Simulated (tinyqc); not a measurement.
From results back to parameters: shallow donor in effective-mass theory, with valley-orbit splitting. Three cases, with inputs chosen for the exercise.

Problem. Without strain the levels are A1 = E0 - D0 - 4 D1 - D2, T2 = E0 - D0 + D2 and E = E0 - D0 + 2 D1 - D2. They were computed from hidden D0, D1 and D2.

Case 1.

Values chosen (out of a larger set: near those of a group-V donor in Si; not measured data): E0 = -32.7 meV (single-valley level).

A1, T2, E (meV): -54.950  -34.370  -32.930

Case 2.

Values chosen (out of a larger set: near those of a group-V donor in Si; not measured data): E0 = -30.8 meV (single-valley level).

A1, T2, E (meV): -45.520  -33.740  -32.260

Case 3.

Values chosen (out of a larger set: near those of a group-V donor in Si; not measured data): E0 = -32.5 meV (single-valley level).

A1, T2, E (meV): -46.430  -34.930  -33.530

Find: D1; D2; D0.

Solution. E - A1 = 6 D1, T2 - E = 2 D2 - 2 D1, and the mean (A1 + 3 T2 + 2 E)/6 is E0 - D0.

Case 1.

D1 = 3.67 meV
D2 = 2.95 meV
D0 = 4.62 meV

Case 2.

D1 = 2.21 meV
D2 = 1.47 meV
D0 = 4.41 meV

Case 3.

D1 = 2.15 meV
D2 = 1.45 meV
D0 = 3.88 meV

Computed by tinyqc, one run a case: `OMP_NUM_THREADS=1 python tinyqc.py N N+1 out.jsonl` with N = 1280272, 1280332, 1280363; one thread of a shared Intel(R) Xeon(R) Processor @ 2.30GHz, about 0.01 s a run at most.
